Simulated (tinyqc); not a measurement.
# Strained alloy layer of GaSb and GaAs on (001) InP, model-solid band line-up: gaps, strain and offsets against composition

The layer is x parts of the first compound and 1 - x of the second, grown coherently on the third as substrate and barrier. Rows of the table: lattice constant a, average valence level Ea on an absolute scale, spin-orbit splitting so, gaps at Gamma, X and L, hydrostatic deformation potentials av and ac (Gamma), shear potential b, elastic constants, electron and heavy-hole (along z) masses. All are interpolated linearly in x; gaps get -C x (1 - x), taken wholly in the conduction band; real line-ups can differ from this model by 0.1 eV or more.

In-plane strain e = (a_substrate - a)/a, e_z = -2 (c12/c11) e, volume change 2 e + e_z. With v = 2 e + e_z and d = 2 b (e_z - e): Eav = Ea + av v; E_hh = Eav + so/3 - d/2; E_lh = Eav - so/6 + d/4 + sqrt(so^2 + so d + 9 d^2/4)/2; E_c = Ea + so/3 + EG + ac v (Gamma). Substrate: E_v = Ea + so/3, E_c = E_v + EG. Well depths: dEc = E_c(substrate) - E_c, dEhh = E_hh - E_v(substrate), dElh likewise; strained Gamma gap E_c - max(E_hh, E_lh); positive values confine carriers in the layer. Matthews-Blakeslee for 60-degree dislocations in a single layer: hc = k (ln(hc/bv) + 1), k = bv (1 - nu/4)/(4 pi |e| (1 + nu)), nu = c12/(c11 + c12), bv = a/sqrt(2); the larger root. The valence offset is the larger of dEhh and dElh; a dash marks |e| under 0.02 % or no root.

Parameters, values chosen for the exercise: bowing of the Gamma gap CG = 1.43 eV; bowing of the X gap CX = 1.2 eV; bowing of the L gap CL = 1.2 eV.

Binary compounds, values chosen for the exercise:
```
	close to GaSb	close to GaAs	close to InP
a (angstrom)	6.096	5.653	5.869
Ea (eV)	-6.25	-6.92	-7.04
so (eV)	0.765	0.343	0.109
EG (eV)	0.723	1.41	1.35
EX (eV)	1.03	1.91	2.19
EL (eV)	0.801	1.69	1.91
av (eV)	0.786	1.17	1.27
ac (eV)	-6.87	-7.26	-5.02
b (eV)	-2.03	-1.69	-1.7
c11 (GPa)	87.8	120	102
c12 (GPa)	40.4	53.9	56.3
me (m0)	0.0395	0.0677	0.0803
mh (m0)	0.254	0.354	0.523
```

Result of one run:
```
x	e (%)	relaxed Gamma gap (eV)	lower of X and L gaps (eV)	strained Gamma gap (eV)	E_hh - E_lh (meV)	dEc (eV)	valence offset (eV)	hc (nm)
0.38	0.8187	0.8120	1.069	0.7077	-59.76	0.09566	0.5466	12.4
```

What becomes of these results when the fraction of the first compound in the layer x is changed from 0.38 to 0.56, all else the same?

Result of the changed run:
```
x	e (%)	relaxed Gamma gap (eV)	lower of X and L gaps (eV)	strained Gamma gap (eV)	E_hh - E_lh (meV)	dEc (eV)	valence offset (eV)	hc (nm)
0.56	-0.5436	0.6729	0.8965	0.7008	37.67	-0.01667	0.6658	21.1
```

The whole series:
```
x	e (%)	relaxed Gamma gap (eV)	lower of X and L gaps (eV)	strained Gamma gap (eV)	E_hh - E_lh (meV)	dEc (eV)	valence offset (eV)	hc (nm)
0.25	1.826	0.9701	1.243	0.7289	-137.8	0.1227	0.4984	4.15
0.31	1.359	0.8912	1.158	0.7146	-101.0	0.1159	0.5196	6.30
0.38	0.8187	0.8120	1.069	0.7077	-59.76	0.09566	0.5466	12.4
0.44	0.3605	0.7554	1.003	0.7102	-25.87	0.06788	0.5719	34.9
0.5	-0.09362	0.7090	0.9455	0.7139	6.604	0.03044	0.6057	175
0.56	-0.5436	0.6729	0.8965	0.7008	37.67	-0.01667	0.6658	21.1
0.62	-0.9896	0.6472	0.8561	0.6970	67.36	-0.07345	0.7265	9.83
0.69	-1.505	0.6301	0.8199	0.7040	100.3	-0.1519	0.7979	5.61
0.75	-1.942	0.6266	0.7983	0.7200	127.3	-0.2297	0.8597	3.93
```

The relaxed Gamma gap falls from 0.970 to 0.627 eV and the strained one moves up and down between 0.697 and 0.729 eV. The lattice matches the substrate at x = 0.488; the heavy hole is on top where the layer is compressed (e < 0) and the light hole where it is stretched. dEc falls from 0.123 to -0.230 eV and the valence offset rises from 0.498 to 0.860 eV. At the largest strain listed, -1.94 %, strain changes the gap by 93.4 meV.

Numbers from tinyqc (`OMP_NUM_THREADS=1 python tinyqc.py 2690112 2690113 out.jsonl`; about 0.01 s on one thread of a shared Intel Xeon 2.30GHz).
